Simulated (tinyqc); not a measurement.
p-n heterojunction, non-linear Poisson equation by Newton steps, Boltzmann statistics: one step of the calculation.

One dimension, material 1 (p-type) at x < 0 and material 2 (n-type) at x > 0. Band edges: Ec = -psi in material 1 and -psi + dEc in material 2, Ev = Ec - Eg. Flat quasi-Fermi levels: 0 for holes, +V for electrons. n = Nc F((EFn - Ec)/Vt), p = Nv F((Ev - EFp)/Vt), with F(eta) = exp(eta) (Boltzmann statistics); full ionisation, no interface charge, classical densities; the doping types are chosen for the exercise.

Problem. Newton step. Solve the tridiagonal system a_(i-1) d_(i-1) + b_i d_i + a_i d_(i+1) = -F_i for nodes 1 to 12, with d = 0 on fixed nodes. Half of the step is added while the largest |d| exceeds 1.5 Vt, the full step after that.

Inputs (values chosen for the exercise):
```
symbol,value,unit,meaning
T,250,K,temperature
```

Constants: q = 1.602176634e-19 C, kB = 1.380649e-23 J/K, Vt = kB T/q. Results are converted to the units shown.

coupling a_i, interval 0 to 12 (F/cm^2): [1.6859344e-7, 2.0512202e-7, 2.4132002e-7, 2.8688394e-7, 3.4474289e-7, 4.1161609e-7, 4.6222916e-7, 3.6917461e-7, 3.1205304e-7, 2.6497934e-7, 2.2225818e-7, 1.9106405e-7, 1.6015663e-7]
diagonal b, node 1 to 12 (F/cm^2): [-2.6977533e-6, -2.3820505e-6, -2.1336412e-6, -1.7973231e-6, -1.2056739e-6, -8.8833594e-7, -8.4543832e-7, -1.1583023e-6, -1.7510858e-6, -2.0660038e-6, -2.3019094e-6, -2.5820237e-6]
residual F, node 1 to 12 (C/cm^2): [7.2306226e-16, 1.0434198e-13, 8.4635129e-12, 3.7789135e-10, 8.1171204e-9, 2.6581451e-7, -2.6767606e-7, -7.2907449e-9, -2.9072860e-10, -5.8649020e-12, -6.5291441e-14, -4.2173387e-16]
psi after iteration 1, node 0 to 13 (V): [-0.65025882, -0.65025516, -0.65021066, -0.64978570, -0.64672183, -0.63007845, -0.55993002, 0.12165190, 0.19402107, 0.20985380, 0.21256815, 0.21292720, 0.21296292, 0.21296577]

Find: Newton step d, before damping; psi after iteration 2.

Solution.

Newton step d, before damping, node 1 to 12 (V): [0.00002, 0.00024, 0.00231, 0.01694, 0.08531, 0.21597, -0.23598, -0.08575, -0.01576, -0.00205, -0.00020, -0.00001]
psi after iteration 2, node 0 to 13 (V): [-0.65026, -0.65025, -0.65009, -0.64863, -0.63825, -0.58742, -0.45195, 0.00366, 0.15115, 0.20198, 0.21155, 0.21283, 0.21296, 0.21297]

Computed by the program tinyqc: `OMP_NUM_THREADS=1 python tinyqc.py 2040001 2040002 out.jsonl`, one thread of a shared Intel Xeon 2.30GHz, about 0.02 s for the whole run.
